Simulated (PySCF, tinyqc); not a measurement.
CISD on RHF in the 3-21g basis, for H3+, spin multiplicity 1, step by step (part 1 of 2). The lowest restricted solution is unstable here: a spin-polarised one lies 0.0209 hartree lower (PySCF). Computed by tinyqc, a small Python program that keeps every step (integrals from PySCF). Settings: charge = 1, multiplicity = 1, basis = 3-21g, method = RHF, energy threshold = 1e-10, iteration cap = 89, orthogonalisation = symmetric, start = Wolfsberg-Helmholz matrix, DIIS depth = 6, ci = CISD, davidson = 1. Command: `OMP_NUM_THREADS=1 python tinyqc.py 20038 20039 out.jsonl` (the two numbers bound the seeds that draw the settings). One thread of a shared host (Intel(R) Xeon(R) Processor @ 2.60GHz), about 0.1 s of CPU time with the checks. Later iterations appear only in the table of the cycle.

## One-electron integrals

Geometry (angstrom):
```
atom         x         y          z
H     0.000000  0.000000   0.000000
H     0.000000  0.000000   1.450000
H     0.000000  0.000000  -1.450000
```

Basis 3-21g: exponents (1/bohr^2) and contraction coefficients of normalised primitives:
```
element  l (shell)  exponent  coefficient
H            s (1)  5.447178     0.156285
H            s (1)  0.824547     0.904691
H            s (2)  0.183192     1.000000
```

Overlap, kinetic and nuclear-attraction integrals over the contracted functions; the nuclear repulsion is the sum of Za Zb / Rab.

nuclear repulsion = 0.91237450 hartree

overlap S, lower triangle:
```
          1H 1s     1H 2s     2H 1s     2H 2s     3H 1s     3H 2s
1H 1s  1.000000
1H 2s  0.645899  1.000000
2H 1s  0.037767  0.207619  1.000000
2H 2s  0.207619  0.502722  0.645899  1.000000
3H 1s  0.037767  0.207619  0.000003  0.006959  1.000000
3H 2s  0.207619  0.502722  0.006959  0.063872  0.645899  1.000000
```

kinetic energy T (hartree), lower triangle:
```
           1H 1s     1H 2s      2H 1s      2H 2s     3H 1s     3H 2s
1H 1s   1.549405
1H 2s   0.293152  0.274788
2H 1s  -0.052759  0.022859   1.549405
2H 2s   0.022859  0.074807   0.293152   0.274788
3H 1s  -0.052759  0.022859  -0.000031  -0.006335  1.549405
3H 2s   0.022859  0.074807  -0.006335  -0.014636  0.293152  0.274788
```

nuclear attraction V (hartree), lower triangle:
```
           1H 1s      1H 2s      2H 1s      2H 2s      3H 1s      3H 2s
1H 1s  -2.450817
1H 2s  -1.254059  -1.399037
2H 1s  -0.064491  -0.364287  -2.268342
2H 2s  -0.387252  -0.679357  -1.136221  -1.223495
3H 1s  -0.064491  -0.364287  -0.000007  -0.011612  -2.268342
3H 2s  -0.387252  -0.679357  -0.011612  -0.089360  -1.136221  -1.223495
```

core Hamiltonian H = T + V (hartree), lower triangle:
```
           1H 1s      1H 2s      2H 1s      2H 2s      3H 1s      3H 2s
1H 1s  -0.901412
1H 2s  -0.960907  -1.124249
2H 1s  -0.117250  -0.341428  -0.718938
2H 2s  -0.364393  -0.604550  -0.843069  -0.948707
3H 1s  -0.117250  -0.341428  -0.000038  -0.017947  -0.718938
3H 2s  -0.364393  -0.604550  -0.017947  -0.103996  -0.843069  -0.948707
```

## Two-electron integrals

Functions are numbered as in S; the eight-fold symmetry (ij|kl) = (ji|kl) = (kl|ij) leaves the list below.

Two-electron integrals (ij|kl) in chemists' order, unique and non-zero (hartree):
```
(11|11) 1.140145   (21|11) 0.611403   (21|21) 0.345152   (22|11) 0.626370
(22|21) 0.380329   (22|22) 0.482957   (31|11) 0.025804   (31|21) 0.015703
(31|22) 0.019612   (31|31) 0.001454   (32|11) 0.091073   (32|21) 0.058087
(32|22) 0.083017   (32|31) 0.006028   (32|32) 0.035285   (33|11) 0.364843
(33|21) 0.235310   (33|22) 0.353351   (33|31) 0.025804   (33|32) 0.185802
(33|33) 1.140145   (41|11) 0.185802   (41|21) 0.106221   (41|22) 0.119569
(41|31) 0.006028   (41|32) 0.022503   (41|33) 0.091073   (41|41) 0.035285
(42|11) 0.263326   (42|21) 0.163017   (42|22) 0.217615   (42|31) 0.011721
(42|32) 0.057172   (42|33) 0.263326   (42|41) 0.057172   (42|42) 0.122057
(43|11) 0.235310   (43|21) 0.151432   (43|22) 0.225474   (43|31) 0.015703
(43|32) 0.106221   (43|33) 0.611403   (43|41) 0.058087   (43|42) 0.163017
(43|43) 0.345152   (44|11) 0.353351   (44|21) 0.225474   (44|22) 0.329476
(44|31) 0.019612   (44|32) 0.119569   (44|33) 0.626370   (44|41) 0.083017
(44|42) 0.217615   (44|43) 0.380329   (44|44) 0.482957   (51|11) 0.025804
(51|21) 0.015703   (51|22) 0.019612   (51|31) 0.000523   (51|32) 0.002165
(51|33) 0.009200   (51|41) 0.004110   (51|42) 0.006704   (51|43) 0.005942
(51|44) 0.009186   (51|51) 0.001454   (52|11) 0.091073   (52|21) 0.058087
(52|22) 0.083017   (52|31) 0.002165   (52|32) 0.009546   (52|33) 0.041540
(52|41) 0.015673   (52|42) 0.028548   (52|43) 0.026831   (52|44) 0.041530
(52|51) 0.006028   (52|52) 0.035285   (53|11) 3.69e-06   (53|21) 2.02e-06
(53|22) 2.12e-06   (53|31) 8.76e-08   (53|32) 3.12e-07   (53|33) 1.25e-06
(53|41) 6.17e-07   (53|42) 8.96e-07   (53|43) 8.08e-07   (53|44) 1.21e-06
(53|51) 8.76e-08   (53|52) 3.12e-07   (54|11) 0.003783   (54|21) 0.002364
(54|22) 0.003175   (54|31) 0.000084   (54|32) 0.000360   (54|33) 0.001546
(54|41) 0.000631   (54|42) 0.001093   (54|43) 0.000999   (54|44) 0.001545
(54|51) 0.000227   (54|52) 0.001125   (54|53) 1.29e-08   (54|54) 0.000039
(55|11) 0.364843   (55|21) 0.235310   (55|22) 0.353351   (55|31) 0.009200
(55|32) 0.041540   (55|33) 0.182475   (55|41) 0.064490   (55|42) 0.122152
(55|43) 0.117860   (55|44) 0.182471   (55|51) 0.025804   (55|52) 0.185802
(55|53) 1.25e-06   (55|54) 0.005332   (55|55) 1.140145   (61|11) 0.185802
(61|21) 0.106221   (61|22) 0.119569   (61|31) 0.004110   (61|32) 0.015673
(61|33) 0.064490   (61|41) 0.030545   (61|42) 0.046705   (61|43) 0.041620
(61|44) 0.063365   (61|51) 0.006028   (61|52) 0.022503   (61|53) 6.17e-07
(61|54) 0.000907   (61|55) 0.091073   (61|61) 0.035285   (62|11) 0.263326
(62|21) 0.163017   (62|22) 0.217615   (62|31) 0.006704   (62|32) 0.028548
(62|33) 0.122152   (62|41) 0.046705   (62|42) 0.083268   (62|43) 0.078805
(62|44) 0.120740   (62|51) 0.011721   (62|52) 0.057172   (62|53) 8.96e-07
(62|54) 0.002020   (62|55) 0.263326   (62|61) 0.057172   (62|62) 0.122057
(63|11) 0.003783   (63|21) 0.002364   (63|22) 0.003175   (63|31) 0.000227
(63|32) 0.001125   (63|33) 0.005332   (63|41) 0.000907   (63|42) 0.002020
(63|43) 0.003149   (63|44) 0.003755   (63|51) 0.000084   (63|52) 0.000360
(63|53) 1.29e-08   (63|54) 0.000014   (63|55) 0.001546   (63|61) 0.000631
(63|62) 0.001093   (63|63) 0.000039   (64|11) 0.040008   (64|21) 0.024292
(64|22) 0.030848   (64|31) 0.001253   (64|32) 0.005302   (64|33) 0.022569
(64|41) 0.007637   (64|42) 0.013900   (64|43) 0.014402   (64|44) 0.021044
(64|51) 0.001253   (64|52) 0.005302   (64|53) 1.35e-07   (64|54) 0.000203
(64|55) 0.022569   (64|61) 0.007637   (64|62) 0.013900   (64|63) 0.000203
(64|64) 0.001970   (65|11) 0.235310   (65|21) 0.151432   (65|22) 0.225474
(65|31) 0.005942   (65|32) 0.026831   (65|33) 0.117860   (65|41) 0.041620
(65|42) 0.078805   (65|43) 0.076126   (65|44) 0.117854   (65|51) 0.015703
(65|52) 0.106221   (65|53) 8.08e-07   (65|54) 0.003149   (65|55) 0.611403
(65|61) 0.058087   (65|62) 0.163017   (65|63) 0.000999   (65|64) 0.014402
(65|65) 0.345152   (66|11) 0.353351   (66|21) 0.225474   (66|22) 0.329476
(66|31) 0.009186   (66|32) 0.041530   (66|33) 0.182471   (66|41) 0.063365
(66|42) 0.120740   (66|43) 0.117854   (66|44) 0.182309   (66|51) 0.019612
(66|52) 0.119569   (66|53) 1.21e-06   (66|54) 0.003755   (66|55) 0.626370
(66|61) 0.083017   (66|62) 0.217615   (66|63) 0.001545   (66|64) 0.021044
(66|65) 0.380329   (66|66) 0.482957
```

## Orthogonalisation

S = U s U^T; symmetric (Loewdin) form X = U s^(-1/2) U^T, so that X^T S X = 1.

eigenvalues of S: 0.159048  0.328324  0.394771  1.107446  1.607800  2.402611

X, lower triangle:
```
           1H 1s      1H 2s      2H 1s      2H 2s      3H 1s     3H 2s
1H 1s   1.256904
1H 2s  -0.535605   1.644072
2H 1s   0.024218   0.042581   1.241149
2H 2s   0.054529  -0.453730  -0.485540   1.422518
3H 1s   0.024218   0.042581  -0.001908  -0.007854   1.241149
3H 2s   0.054529  -0.453730  -0.007854   0.131712  -0.485540  1.422518
```

## Starting guess

The start is the generalised Wolfsberg-Helmholz matrix (K = 1.75) built on H; D = 2 C_occ C_occ^T.

D at the start, lower triangle:
```
          1H 1s     1H 2s     2H 1s     2H 2s     3H 1s     3H 2s
1H 1s  0.136435
1H 2s  0.272898  0.545853
2H 1s  0.018994  0.037992  0.002644
2H 2s  0.128248  0.256522  0.017854  0.120552
3H 1s  0.018994  0.037992  0.002644  0.017854  0.002644
3H 2s  0.128248  0.256522  0.017854  0.120552  0.017854  0.120552
```

## Iteration 1: building the Fock matrix

J_ij = sum D_kl (ij|kl), K_ij = sum D_kl (ik|jl); F = H + J - 0.5 K; E = tr D H + tr D J / 2 - 0.25 tr D K + E_nn.

Coulomb J (hartree), lower triangle:
```
          1H 1s     1H 2s     2H 1s     2H 2s     3H 1s     3H 2s
1H 1s  1.326319
1H 2s  0.783632  0.960474
2H 1s  0.040197  0.173036  0.760092
2H 2s  0.245571  0.436791  0.479052  0.680981
3H 1s  0.040197  0.173036  0.000004  0.006512  0.760092
3H 2s  0.245571  0.436791  0.006512  0.061348  0.479052  0.680981
```

exchange K (hartree), lower triangle:
```
          1H 1s     1H 2s     2H 1s     2H 2s     3H 1s     3H 2s
1H 1s  0.902919
1H 2s  0.832983  0.898108
2H 1s  0.177261  0.230557  0.164417
2H 2s  0.397979  0.468376  0.209569  0.337982
3H 1s  0.177261  0.230557  0.039631  0.090136  0.164417
3H 2s  0.397979  0.468376  0.090136  0.202527  0.209569  0.337982
```

Fock matrix F (hartree), lower triangle:
```
           1H 1s      1H 2s      2H 1s      2H 2s      3H 1s      3H 2s
1H 1s  -0.026553
1H 2s  -0.593767  -0.612829
2H 1s  -0.165683  -0.283671  -0.041054
2H 2s  -0.317811  -0.401947  -0.468802  -0.436717
3H 1s  -0.165683  -0.283671  -0.019849  -0.056504  -0.041054
3H 2s  -0.317811  -0.401947  -0.056504  -0.143912  -0.468802  -0.436717
```

total energy of this density = -1.04736443 hartree

## Iteration 1: diagonalisation and new density

Diagonalise F' = X^T F X, C = X C', fill 1 alpha and 1 beta electrons from the bottom; D = 2 C_occ C_occ^T. Each column has its largest component positive (the first on a tie).

F' = X^T F X (hartree), lower triangle:
```
           1          2          3          4          5         6
1   0.529775
2  -0.711553   0.009031
3  -0.008735  -0.084220   0.381032
4  -0.083575  -0.197003  -0.556628   0.000075
5  -0.008735  -0.084220  -0.009028   0.005869   0.381032
6  -0.083575  -0.197003   0.005869  -0.015666  -0.556628  0.000075
```

orbital energies (hartree): MO1 -0.756365, MO2 -0.389916, MO3 -0.149063, MO4 0.767949, MO5 0.795716, MO6 1.032697

coefficients C:
```
            MO1        MO2        MO3        MO4        MO5        MO6
1H 1s  0.225225   0.000000   0.195880   0.045816   0.000000  -1.335142
1H 2s  0.487794   0.000000   0.946447  -0.554662   0.000000   1.401377
2H 1s  0.143604   0.240175  -0.192077  -0.912461   0.910496  -0.043310
2H 2s  0.229074   0.542732  -0.671684   0.967358  -0.807852  -0.314584
3H 1s  0.143604  -0.240175  -0.192077  -0.912461  -0.910496  -0.043310
3H 2s  0.229074  -0.542732  -0.671684   0.967358   0.807852  -0.314584
```

D after iteration 1, lower triangle:
```
          1H 1s     1H 2s     2H 1s     2H 2s     3H 1s     3H 2s
1H 1s  0.101453
1H 2s  0.219727  0.475887
2H 1s  0.064687  0.140099  0.041244
2H 2s  0.103186  0.223482  0.065792  0.104950
3H 1s  0.064687  0.140099  0.041244  0.065792  0.041244
3H 2s  0.103186  0.223482  0.065792  0.104950  0.065792  0.104950
```

## Iteration 7 (converged): orbitals

converged F (hartree), lower triangle:
```
           1H 1s      1H 2s      2H 1s      2H 2s      3H 1s      3H 2s
1H 1s  -0.055139
1H 2s  -0.588631  -0.613606
2H 1s  -0.182245  -0.309064  -0.041914
2H 2s  -0.318524  -0.410242  -0.487810  -0.445654
3H 1s  -0.182245  -0.309064  -0.034259  -0.071964  -0.041914
3H 2s  -0.318524  -0.410242  -0.071964  -0.151736  -0.487810  -0.445654
```

As before.

F' = X^T F X (hartree), lower triangle:
```
           1          2          3          4          5         6
1   0.477251
2  -0.685016   0.003854
3  -0.022109  -0.102262   0.397473
4  -0.080414  -0.198596  -0.578444   0.007812
5  -0.022109  -0.102262  -0.017481  -0.002086   0.397473
6  -0.080414  -0.198596  -0.002086  -0.013542  -0.578444  0.007812
```

orbital energies (hartree): MO1 -0.777831, MO2 -0.390877, MO3 -0.140482, MO4 0.801929, MO5 0.827185, MO6 0.971752

coefficients C:
```
            MO1        MO2        MO3        MO4        MO5        MO6
1H 1s  0.225340   0.000000   0.218760   0.042444   0.000000  -1.331677
1H 2s  0.467758   0.000000   0.945307  -0.525522   0.000000   1.420083
2H 1s  0.164502   0.236606  -0.177656  -0.912071   0.911430  -0.038483
2H 2s  0.229958   0.545892  -0.672396   0.961664  -0.805719  -0.329522
3H 1s  0.164502  -0.236606  -0.177656  -0.912071  -0.911430  -0.038483
3H 2s  0.229958  -0.545892  -0.672396   0.961664   0.805719  -0.329522
```

D after iteration 7, lower triangle:
```
          1H 1s     1H 2s     2H 1s     2H 2s     3H 1s     3H 2s
1H 1s  0.101556
1H 2s  0.210809  0.437595
2H 1s  0.074138  0.153894  0.054122
2H 2s  0.103638  0.215130  0.075657  0.105762
3H 1s  0.074138  0.153894  0.054122  0.075657  0.054122
3H 2s  0.103638  0.215130  0.075657  0.105762  0.075657  0.105762
```

## Convergence

Stop when the energy changes by less than 1e-10 hartree and every element of the error matrix X^T (F D S - S D F) X is below 3e-06.

Course of the cycle:
```
iteration  E (hartree)     change  largest element of the error matrix
1          -1.04736443          -                             1.41e-01
2          -1.09689552  -4.95e-02                             2.68e-02
3          -1.09842268  -1.53e-03                             2.35e-03
4          -1.09842678  -4.10e-06                             1.58e-04
5          -1.09842686  -7.37e-08                             1.27e-05
6          -1.09842686  -3.10e-10                             2.03e-08
7          -1.09842686   0.000000                             1.95e-12
```

PySCF RHF in the same basis = -1.09842686 hartree

Converged in 7 iterations.

## Populations, bond orders and dipole

Mulliken: Z minus the diagonal of D S on the atom; Loewdin: the same with S^(1/2) D S^(1/2); Mayer order: 2 sum_s sum (D(s) S)_ij (D(s) S)_ji over the two atoms.

Charges (e):
```
atom   Mulliken    Loewdin
1H    -0.140312  -0.089777
2H     0.570156   0.544889
3H     0.570156   0.544889
```

Mayer bond orders:
```
pair     order
2-1   0.490156
3-1   0.490156
3-2   0.184766
```

dipole moment about the origin, x y z (debye): 0.000000  0.000000  0.000000

## Integrals over molecular orbitals

(pq|rs) = sum C_ip C_jq C_kr C_ls (ij|kl), one index at a time.

one-electron integrals over orbitals h = C^T H C (hartree), lower triangle:
```
           1          2          3          4         5         6
1  -1.232971
2   0.000000  -1.010233
3  -0.073455   0.000000  -0.854839
4   0.035471   0.000000  -0.096793   0.134455
5   0.000000  -0.073459   0.000000   0.000000  0.132605
6   0.066987   0.000000   0.117550  -0.008425  0.000000  0.036762
```

Two-electron integrals over orbitals (pq|rs), unique and non-zero (hartree):
```
(11|11) 0.455140    (21|21) 0.119286    (22|11) 0.369321    (22|22) 0.403093
(31|11) 0.073455    (31|22) -0.035492   (31|31) 0.099992    (32|21) -0.111040
(32|32) 0.121029    (33|11) 0.407175    (33|22) 0.365355    (33|31) 0.036439
(33|33) 0.388356    (41|11) -0.035471   (41|22) -0.060317   (41|31) 0.024823
(41|33) -0.037016   (41|41) 0.036236    (42|21) -0.059120   (42|32) 0.056135
(42|42) 0.076894    (43|11) 0.060808    (43|22) 0.069895    (43|31) -0.011056
(43|33) 0.054096    (43|41) -0.039190   (43|43) 0.047824    (44|11) 0.351855
(44|22) 0.404318    (44|31) -0.052183   (44|33) 0.356694    (44|41) -0.078580
(44|43) 0.086935    (44|44) 0.439898    (51|21) 0.035536    (51|32) -0.040530
(51|42) -0.050547   (51|51) 0.036338    (52|11) 0.054498    (52|22) 0.089331
(52|31) -0.034461   (52|33) 0.058195    (52|41) -0.052804   (52|43) 0.058265
(52|44) 0.116046    (52|52) 0.077870    (53|21) -0.052731   (53|32) 0.047403
(53|42) 0.060670    (53|51) -0.037935   (53|53) 0.050035    (54|21) -0.166334
(54|32) 0.169800    (54|42) 0.108797    (54|51) -0.073234   (54|53) 0.090686
(54|54) 0.276627    (55|11) 0.365459    (55|22) 0.410015    (55|31) -0.045474
(55|33) 0.365257    (55|41) -0.080316   (55|43) 0.091903    (55|44) 0.444435
(55|52) 0.119116    (55|55) 0.450925    (61|11) -0.066987   (61|22) -0.013996
(61|31) -0.050606   (61|33) -0.059753   (61|41) 0.000315    (61|43) -0.006801
(61|44) -0.012061   (61|52) -0.003774   (61|55) -0.013116   (61|61) 0.079593
(62|21) 0.001424    (62|32) 0.005903    (62|42) 0.000056    (62|51) -0.002787
(62|53) -0.000697   (62|54) 0.004401    (62|62) 0.005083    (63|11) -0.084078
(63|22) -0.013248   (63|31) -0.065008   (63|33) -0.061823   (63|41) -0.001470
(63|43) -0.009036   (63|44) -0.006280   (63|52) -0.000150   (63|55) -0.010021
(63|61) 0.075531    (63|63) 0.081101    (64|11) 0.004370    (64|22) 0.004607
(64|31) -0.000788   (64|33) 0.001758    (64|41) -0.002268   (64|43) 0.004655
(64|44) 0.005041    (64|52) 0.003726    (64|55) 0.006711    (64|61) 0.006084
(64|63) 0.003766    (64|64) 0.002319    (65|21) -0.008944   (65|32) 0.006098
(65|42) 0.005755    (65|51) -0.002041   (65|53) 0.006215    (65|54) 0.011779
(65|62) -0.002522   (65|65) 0.003584    (66|11) 0.507291    (66|22) 0.322742
(66|31) 0.167681    (66|33) 0.441037    (66|41) -0.008150   (66|43) 0.044701
(66|44) 0.295024    (66|52) 0.019478    (66|55) 0.311986    (66|61) -0.157876
(66|63) -0.179334   (66|64) -0.001092   (66|66) 0.729930
```
